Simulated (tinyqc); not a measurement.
# Off-state leakage of single and stacked transistors, step by step

tinyqc, about 0.03 s, one thread, Intel Xeon 2.30GHz (shared host): `OMP_NUM_THREADS=1 python tinyqc.py 2242266 2242267 out.jsonl` Printed values are rounded.

n-channel devices of unit width. Subthreshold current I(Vg, Vs, Vd) = I0 (T/300 K)^0.5 exp[(Vg - Vs - VT(T) - gb (Vs - Vb) + dd (Vd - Vs))/(nf Vt)] (1 - exp(-(Vd - Vs)/Vt)), VT(T) = VT - cT (T - 300 K). Gate-edge tunnelling Ig (Vd/1 V) exp(ag (Vd - 1 V)), for a gate at 0 V, and band-to-band leakage Ab u exp(-Bb/u), u = Vd - Vb + 1 V, flow at a drain held at V; both are taken as independent of T. In a stack of off transistors (all gates at 0 V) the same subthreshold current passes through each.

Values chosen for this exercise; values of the order met in bulk silicon logic transistors:
```
symbol,value,unit,meaning
T,358,K,temperature
V,1,V,supply voltage
VT,0.43,V,"threshold at 300 K, zero drain and body bias"
cT,0.7,mV/K,fall of the threshold with temperature
I0,0.14,uA/um,current at threshold at 300 K
nf,1.52,,slope factor
dd,0.16,,drain-induced lowering per volt
gb,0.13,,rise of the threshold per volt of source-body bias
Ig,0.0001,uA/um,gate-edge tunnelling current at 1 V
ag,3.2,1/V,exponential slope of the gate current
Ab,50,uA/(um V),prefactor of band-to-band leakage at the drain
Bb,27,V,its exponential voltage
Vb,-0.3,V,body voltage
```

Constants: q = 1.602176634e-19 C, kB = 1.380649e-23 J/K, Vt = kB T/q. Results are converted to the units shown.

## Leakage of one transistor

Vg = Vs = 0, Vd = V; effective threshold VT(T) - gb Vb - dd V.

effective threshold = 0.2684 V
parts (nA/um): subthreshold 0.4996920, gate edge 0.1, band-to-band 0.9171878
total = 1.516880 nA/um
shares (%): subthreshold 32.94210, gate edge 6.592480, band-to-band 60.46542

The band-to-band part is the largest.

## Starting value

Vx = dd V/(1 + gb + 2 dd), the solution for Vx well above Vt, rounded to three decimals.

Vx at the start = 0.11 V

## Iteration 1: new Vx

Stack of two, Vx the node between them: I_low = I(0, 0, Vx), I_up = I(0, Vx, V), f = ln(I_up/I_low), f' = -(1 + gb + 2 dd)/(nf Vt) - 1/(Vt (exp(Vx/Vt) - 1)) - 1/(Vt (exp((V - Vx)/Vt) - 1)), Vx(new) = Vx - f/f'.

I_low = 0.02330214 nA/um
I_up = 0.02423735 nA/um
f = 0.03934938
f' = -31.86540 1/V
Vx after iteration 1 = 0.1112349 V

## Iteration 2: new Vx

As before.

I_low = 0.02342725 nA/um
I_up = 0.02342781 nA/um
f = 2.365756e-5
f' = -31.82736 1/V
Vx after iteration 2 = 0.1112356 V

## Course of the iteration

Stop when the step is below 1e-11 V, or after 40 iterations.

Course of the iteration:

| iteration | Vx before the step (V) | step (V) |
|---|---|---|
| 1 | 0.11 | 1.23e-3 |
| 2 | 0.1112349 | 7.43e-7 |
| 3 | 0.1112356 | 2.62e-13 |

Converged in 3 iterations. The subthreshold current of the stack is 0.02343 nA/um, 21.3 times less than that of one transistor (the drain leakage is unchanged); the estimate exp[dd V (1 + gb + dd)/((1 + gb + 2 dd) nf Vt)] gives 20.8.
